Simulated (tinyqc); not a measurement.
Grain growth, pinning, strength and diffusional creep of a polycrystal or thin film: one step, computed by the program tinyqc.

One mean grain size d describes the structure.

Question. Grain size after the anneal. dd/dt = 2 M gamma (1/d - 1/d_lim) integrates to 2 M gamma t = d_lim (d0 - d) + d_lim^2 ln[(d_lim - d0)/(d_lim - d)]; without pinning d^2 = d0^2 + 4 M gamma t.

Inputs (values chosen for the exercise, modelled on polycrystalline silicon): boundary energy gamma = 0.61 J/m^2; anneal temperature T = 1588 K; anneal time t = 610 s; initial grain size d0 = 73 nm.

mobility M = 8.900761e-16 m^4/(J s)

limit d_lim = 60818.71 nm

Give: size without pinning; grain size d.

Answer.

size without pinning = 1153 nm

grain size d = 1146 nm

Pinning holds d to 99 % of the free value.
